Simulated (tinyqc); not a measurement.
Inside a calculation. Method: plane-wave Kohn-Sham cycle with exchange-only LDA in a layered model solid. One step of it, computed by the program tinyqc.

Task: Iteration 1: Hamiltonian at one k. H(m,m') = (k + G_m)^2/2 delta + V(G_m - G_m'), with V(-G) = V(G).

A solid whose potential varies along x alone (atomic units):
```
parameter                      value
period a                   13.100000
cross-section of the cell  24.000000
electrons per cell                 2
grid points                       16
plane waves -n..n, n               2
k points                           4
V1 in V1 cos(2 pi x/a)     -0.600000
V2 in V2 cos(4 pi x/a)     -0.290000
```

V(G_m), m = 0, 1, 2, ... (hartree): -0.182462  -0.300000  -0.145000  0.000000  0.000000

k = 0.125000 2 pi / a

Give: H.

Result:

H (hartree):
```
         -2       -1       +0       +1       +2
-2   0.2219  -0.3000  -0.1450   0.0000   0.0000
-1  -0.3000  -0.0944  -0.3000  -0.1450   0.0000
+0  -0.1450  -0.3000  -0.1807  -0.3000  -0.1450
+1   0.0000  -0.1450  -0.3000  -0.0369  -0.3000
+2   0.0000   0.0000  -0.1450  -0.3000   0.3369
```
